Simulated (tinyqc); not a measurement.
Surface Green function of a two-leg ladder, Sancho-Rubio decimation: effect of the broadening.

A semi-infinite lead of cells 0, 1, 2, ... with H0 inside a cell and H1 = <cell i|H|cell i + 1>. One rung (site 1 on leg a, site 2 on leg b) is a cell; all hoppings enter with a minus sign. z = E + i eta.

Start with e_s = e = H0, a = H1, b = H1^dagger. Each round: g = (z - e)^(-1); e_s <- e_s + a g b; e <- e + a g b + b g a; a <- a g a; b <- b g b (all with the old a, b). Round k joins cells 2^k apart. Stop when the largest entry of the matrices a and b is below 1e-12 eV; g_s = (z - e_s)^(-1), bulk (z - e)^(-1), density of states -Im Tr/pi. The last column counts the steps of the plain recursion g <- (z - H0 - H1 g H1^dagger)^(-1), one cell a step from g = (z - H0)^(-1), until no entry changes by more than 1e-8 1/eV.

Values chosen for this exercise:
- E = 1.49 eV (energy)

H0 (eV):
```
	1	2
1	0	-0.59
2	-0.59	-0.38
```

H1 (eV):
```
	1	2
1	-1	-0.27
2	0	-1.2
```

Effect of the broadening:
```
eta (eV)	rounds	surface density of states (1/eV)	plain steps
0.3	8	0.32462	49
0.1	9	0.35782	148
0.04	11	0.37149	372
0.02	12	0.37663	746
0.01	13	0.37932	1493
0.004	14	0.38098	3734
```

What does the comparison show?

The rounds go from 8 to 14 and the plain steps from 49 to 3734. Inside a band the plain recursion needs a number of steps that grows as 1/eta, the decimation only as log2(1/eta). The density of states tends to 0.3821 1/eV as eta goes to zero; the first row is 15 % below that and the last 0.29 % below it.

Computed by the program tinyqc: `OMP_NUM_THREADS=1 python tinyqc.py 2680004 2680005 out.jsonl`, one thread of a shared Intel Xeon 2.30GHz, about 0.06 s for the whole run.
